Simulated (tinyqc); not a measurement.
Inter-valley coupling by envelope functions against a chain of atomic planes, step by step. Values are carried at full precision from step to step, so a last printed digit may differ when a step is redone from the rounded ones.

Chain: E(phi) = e0 + 2 v cos(phi) + 2 u cos(2 phi), cos(phi0) = -v/(4u), e0 = 2u + v^2/(4u); plane j = 0, 1, ... has the potential V_j = dE x_j + F (j - 30) a/4 (1 MV/m = 1e-4 V/angstrom). There are 30 barrier planes a side; with y = j - 29.5, x_j = xb (f(y) + f(Nw - y)), f(y) = 1/(1 + exp(y/L)), plus any Ge added in the well. The valley splitting is the spacing of the two lowest levels. Envelope theory: F_j solves a one-valley chain with hopping -b and diagonal 2b + V_j, b = 4u sin^2(phi0), sum F_j^2 = 1; the valleys couple by Dv = sum_j F_j^2 V_j exp(-2 i phi0 j) and split by 2|Dv|.

Constants: hbar^2/2m0 = 3.80998211 eV angstrom^2.

Values chosen for the exercise (near those of the Delta valleys of silicon in a SiGe well; shifted at random, so the results belong to these values and not to a real crystal):
- a = 5.431 angstrom (lattice constant; planes lie a/4 apart)
- u = 0.636 eV (second-neighbour hopping)
- v = 0.565 eV (nearest hopping)
- Nw = 69 (planes in the well)
- L = 1.25 planes (interface width)
- xb = 0.31 (Ge fraction of the barriers)
- dE = 0.52 eV (offset per unit Ge fraction)
- F = 0 MV/m (field)
- js = 52 (plane j of a Ge spike (the well starts at j = 30))
- xs = 0.04 (Ge fraction added on that plane)

## Valley phase, mass and the wavelengths that couple the valleys

phi0; b = 4u sin^2(phi0); mass m/m0 = c/(b (a/4)^2), c = hbar^2/2m0. A potential couples the valleys if its phase advances by 2 phi0 a plane, or, since only whole planes count, by 2 pi - 2 phi0: periods pi/phi0 and pi/(pi - phi0) planes.

phi0 = 1.79476 rad
b = 2.41852 eV
mass = 0.8545 m0

periods (planes): pi/phi0 1.7504, pi/(pi - phi0) 2.3326

longer period = 3.1670 angstrom

## The smooth well

Lowest doublet of the chain and the envelope result.

level (meV): chain 4.274, envelope 4.281

splitting (micro-eV): chain 0.0236, envelope 0.0152

planes covered, 1/sum F^4 = 49.98
largest F_j^2 = 0.02673

The levels agree within 0.01 meV. A graded interface has little Fourier weight at 2 phi0, so the splitting is a small remainder of cancelling terms; the envelope value is 0.64 times that of the chain.

## One plane of added Ge, to first order

F_j^2 of the smooth well on that plane = 0.02048

F_j is the envelope on plane j (sum F_j^2 = 1) and Dv the coupling of the two valleys, which split by 2|Dv|. A single plane has Fourier weight at all wavelengths: it adds dE xs F_j^2 to |Dv|, so the splitting is about 2 dE xs F_j^2 if this term rules, and the mean of the doublet rises by dE xs F_j^2.

splitting = 852 micro-eV
rise of the mean level = 0.426 meV

The chain with the spike gives 767 micro-eV and a rise of 0.384 meV; the envelope solved with the spike gives 766. First order is +11 % off: the state draws back from the spike, which the envelope solved anew includes.

## Checks

- Splitting with a weak spike (0.02) on plane j = 53 from the envelope against the chain (micro-eV): both 423.

Computed by tinyqc, a small Python program: `OMP_NUM_THREADS=1 python tinyqc.py 1452269 1452270 out.jsonl` (the numbers bound the seed that draws the inputs); one thread of a shared host (Intel(R) Xeon(R) Processor @ 2.30GHz), about 0.06 s for the whole set of steps.
